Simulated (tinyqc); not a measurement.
Charge control and current of a heterostructure field-effect transistor: one step, computed by the program tinyqc. Command: `OMP_NUM_THREADS=1 python tinyqc.py 3009053 3009054 out.jsonl hemt walk`. One thread of a shared host (Intel(R) Xeon(R) Processor @ 2.30GHz), about 0.01 s of CPU time with the checks.

Two subbands in a triangular well; E_F is counted from the conduction band edge of the channel at the interface.

Problem. First iteration. Charge control: n_s = C_b (V_G - V_T - E_F/e)/e. Well: mean field F = e n_s/(2 eps eps_0), E_i = (hbar^2/2m)^(1/3) [(3 pi e F/2)(i + 3/4)]^(2/3), i = 0, 1; n_s = D k_B T sum_i ln(1 + exp((E_F - E_i)/k_B T)), D = m/(pi hbar^2), which is solved in closed form for E_F. Iteration from n_s = C_b (V_G - V_T)/(2e): E_F from n_s, n_out from the charge control, n_new = n_s + mixing (n_out - n_s), kept above n_s/10; stop when |n_out/n_s - 1| < 1e-9.

Inputs (values chosen for the exercise, modelled on AlGaAs/GaAs):
```
quantity                                value  unit
channel mass m                          0.069   m_0
permittivity eps (barrier and channel)   12.3     -
gate voltage V_G                            0     V
temperature T                              77     K
```

Charge source: delta doping. Velocity law: smooth.

barrier capacitance C_b = 0.4735066 microfarad/cm^2

threshold voltage V_T = -0.4245917 V

Constants: e = 1.602176634e-19 C; k_B = 8.617333262e-05 eV/K; eps_0 = 8.8541878128e-12 F/m; hbar = 1.054571817e-34 J s; m_0 = 9.1093837015e-31 kg; k_B = 1.380649e-23 J/K.

Give: starting n_s; E_0; E_1; E_F; n_out.

Solution.

starting n_s = 6.2742e+11 1/cm^2

E_0 = 52.765 meV

E_1 = 92.825 meV

E_F = 73.892 meV

n_out = 1.0365e+12 1/cm^2
